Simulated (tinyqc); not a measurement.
# Finnis-Sinclair potential for a bcc metal: fit to cohesion and elasticity, then vacancy, surfaces and structure, step by step

A worked calculation. Computed by tinyqc, a small Python program that keeps every step. Command: `OMP_NUM_THREADS=1 python tinyqc.py 3110078 3110079 out.jsonl fsfit walk`. One thread of a shared host (Intel(R) Xeon(R) Processor @ 2.30GHz), about 0.01 s of CPU time with the checks. Intermediate numbers are printed to about 7 digits and carried at full precision; extremes and crossings named in words are read from the listed rows.

E = (1/2) sum V(r) - A sqrt(rho), rho = sum phi(r), phi = (r - d)^2 for r < d, V = (r - c)^2 (c0 + c1 r + c2 r^2) for r < c. In bcc the 8 first neighbours lie at sqrt(3) a/2 and the 6 second at a; both cut-offs lie below the third shell; Omega = a^3/2; E is per atom and z the number of atoms in a shell. The four constants A, c0, c1, c2 are fitted to E_c, zero pressure, B and C12 - C44 alone, so C44 and C11 - C12 are not matched singly; defects are unrelaxed.

Inputs (values chosen for the exercise, modelled on tantalum):
```
quantity             value      unit
lattice constant a   3.306  angstrom
cohesive energy E_c   8.17        eV
target C11             261       GPa
target C12             165       GPa
target C44            84.4       GPa
density cut-off d/a  1.234         -
pair cut-off c/a      1.28         -
```

Constants: 1 eV/angstrom^3 = 160.2176634 GPa; 1 eV/angstrom^2 = 16.02176634 J/m^2.

## Density sums and the constant A

rho = sum z phi, rho1 = sum z r phi', rho2 = sum z r^2 phi''. At zero pressure the effective pair part V + 2 F' phi obeys C12 = C44, so C12 - C44 = F'' (rho1/3)^2/Omega with F'' = A/(4 rho^(3/2)); this gives A.

rho = 15.43022 angstrom^2

rho1 = -86.41851 angstrom^2

rho2 = 262.3113 angstrom^2

A = 2.655526 eV/angstrom

## Three linear equations for c0, c1, c2

With v_k = (r - c)^2 r^k the rows are (1/2) sum z v_k, (1/2) sum z r v_k' and (1/2) sum z r^2 v_k''. With rho1 = sum z r phi' and rho2 = sum z r^2 phi'' the right-hand sides are: -E_c + A sqrt(rho) (cohesion); A rho1/(2 sqrt(rho)) (zero pressure); 9 B Omega + A [rho2/(2 sqrt(rho)) - rho1^2/(4 rho^(3/2))] with B = (C11 + 2 C12)/3.

matrix:
```
                    c0         c1         c2
cohesion       10.0629    29.9495    89.5121
pressure      -49.7091  -120.5044  -278.6244
bulk modulus  131.1556   103.6470  -397.2721
```

right-hand side (eV): 2.2613  -29.2106  206.7958

## Solution

Solve the three equations.

c0, c1, c2 (eV/angstrom^2, eV/angstrom^3, eV/angstrom^4): 1.499833  -0.198099  -0.077067

## Elastic constants of the fitted potential

Second differences of E with strains of 1e-4: e_xx gives C11, (e_xx, e_yy) = (1, -1) gives 2 (C11 - C12), an engineering shear gives C44. B and C12 - C44 are fitted; the one combination left tests the choice of d.

C11 = 262.2540 GPa

C12 = 164.3730 GPa

C44 = 83.77298 GPa

error of C44 = -0.7429101 %

error of C' = (C11 - C12)/2 = 1.959434 %

C44 comes out low and C' high: with B and C12 - C44 fixed, C44 + 2 C'/3 is fixed too, so the two errors have opposite signs.

## Unrelaxed vacancy

E_v = -A sum_shells z [sqrt(rho - phi(r)) - sqrt(rho)] - (1/2) sum z V(r): the neighbours lose one bond each, and the atom is put back in the bulk.

V at the two shells (eV): 0.5636440  0.0022271

phi at the two shells (angstrom^2): 1.479931  0.598463

vacancy energy E_v = 3.067228 eV

E_v/E_c = 0.3754257

A pair potential would give E_v = E_c; the square root lowers the ratio to 0.38.

## Unrelaxed surfaces

An atom in layer i below the surface keeps only neighbours no higher than the top layer; gamma = sum_i (E_i + E_c)/(area per surface atom), with layer spacings a/2, a/sqrt2 and areas a^2, a^2/sqrt2 for (100) and (110).

Excess energy by layer (eV):
```
face    layer 1   layer 2  layer 3
(100)  1.375304  0.203176        0
(110)  0.949209  0.000000        0
```

gamma(100) = 2.313896 J/m^2

gamma(110) = 1.967803 J/m^2

gamma(100)/gamma(110) = 1.18.

## bcc against fcc

E of each lattice against the volume per atom, as a multiple of Omega; all neighbours inside the cut-offs are summed.

Energies (eV/atom):
```
V/Omega        bcc        fcc  fcc less bcc (meV)
0.80     -7.617292  -7.480412            136.8806
0.84     -7.832056  -7.647808            184.2480
0.88     -7.988193  -7.774800            213.3930
0.92     -8.092643  -7.870349            222.2931
0.96     -8.151469  -7.940600            210.8683
1.00     -8.170000  -7.982648            187.3524
1.05     -8.143621  -8.002190            141.4303
1.10     -8.069656  -7.983393             86.2633
1.20     -7.806088  -7.827244            -21.1563
```

The lowest fcc row, at V/Omega = 1.05, lies +168 meV from the bcc minimum: the fit keeps bcc stable, though nothing in it asked for that.

Checks made by the program: B and C12 - C44 recovered (relative difference 2e-08).
